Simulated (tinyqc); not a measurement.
Effective charge: two electrons on one impurity (helium-like model).

Units Ha* = 2 Ry m/eps^2 and a* = a0 eps/m. One electron is bound by Z^2/2. Two electrons in the singlet built from exp(-a r) and exp(-b r): S = 8 (ab)^(3/2)/(a + b)^3, h_aa = a^2/2 - Z a, h_bb alike, h_ab = S (ab/2 - Z (a + b)/2), J = ab (a^2 + 3ab + b^2)/(a + b)^3, K = 20 (ab)^3/(a + b)^5, E = (h_aa + h_bb + 2 S h_ab + J + K)/(1 + S^2). For a = b this is a^2 - 2 Z a + 5a/8. Real double donors are deeper, since the central cell is left out.

Inputs chosen for the exercise (out of a larger set: near those of impurities in cubic GaN; not measured data):
- m = 0.205 m0 (one mean mass)
- eps = 9.7 (dielectric constant)
- Zs = (0.99, 1.05, 1.23, 1.61, 1.91, 2.57, 3.83) (charges)

Ha* = 59.2872 meV

Binding of the first electron, of the second (-E - Z^2/2) with equal and with unequal orbitals, and U, the first less the second (unequal).

Results (meV):
```
Z     first  second, equal  second, unequal   a/b      U  U/(Z Ha*)
0.99   29.1          -1.84             0.60  3.79   28.5      0.485
1.05   32.7          -0.44             1.84  3.25   30.8      0.495
1.23   44.8           5.06             7.06  2.57   37.8      0.518
1.61   76.8          22.97            24.74  2.06   52.1      0.546
1.91  108.1          43.16            44.84  1.88   63.3      0.559
2.57  195.8         106.35           107.93  1.66   87.9      0.577
3.83  434.8         298.71           300.22  1.49  134.6      0.593
```

Equal orbitals bind a second electron only above Z = (5/16)/(1 - 1/sqrt2) = 1.067; unequal ones do so in 7 of the 7 rows. Their gain is 2.44 meV in the first row and 1.51 in the last, while the second binding grows to 300 meV, so the gain decides the matter only near Z = 1. U grows almost linearly with Z: U/(Z Ha*) goes from 0.485 to 0.593, towards 5/8, while the first binding grows as Z^2. Angular correlation is left out: at Z = 1 this function binds the second electron by 0.0133 Ha*, half the exact 0.0278.

(tinyqc, `OMP_NUM_THREADS=1 python tinyqc.py 1251417 1251418 out.jsonl`, Intel(R) Xeon(R) Processor @ 2.30GHz, 1 thread, shared host, about 0.02 s.)
